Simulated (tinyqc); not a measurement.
The basis set: RHF and MP2 along a ladder of basis sets, for BeH+, spin multiplicity 1. Computed by the program tinyqc with PySCF. Same geometry throughout; the dipole is taken about the origin.

Geometry (angstrom):
```
atom       x       y       z
Be    0.0000  0.0000  0.0000
H     0.0000  0.0000  1.1920
```

RHF and frozen-core MP2 in a ladder of bases:
```
basis    functions  E(RHF) (hartree)  E(MP2 corr) (hartree)  HOMO (eV)  LUMO (eV)  dipole (debye)
sto-3g           6         -14.65699               -0.01186    -21.024     -7.312           2.908
3-21g           11         -14.75395               -0.01473    -20.975     -7.832           2.736
6-31g           11         -14.83997               -0.01483    -21.037     -7.758           2.613
6-31g**         19         -14.84451               -0.02487    -20.990     -7.771           2.630
cc-pvtz         44         -14.84779               -0.02947    -21.025     -7.815           2.642
```

Estimate the missing row, basis = cc-pvdz.

Computed row:
```
basis    functions  E(RHF) (hartree)  E(MP2 corr) (hartree)  HOMO (eV)  LUMO (eV)  dipole (debye)
cc-pvdz         19         -14.84333               -0.02486    -20.979     -7.860           2.663
```

From cc-pVDZ to cc-pVTZ the RHF energy falls by 4.5 mhartree and the correlation energy by 4.6. If valence correlation converges as X^-3, (27 E(T) - 8 E(D))/19 gives -0.0314 hartree, a rough estimate from such small X that usually falls short; STO-3G holds about 38 % of it. Beyond STO-3G the LUMO moves by 0.1 eV and the HOMO by 0.1 eV.
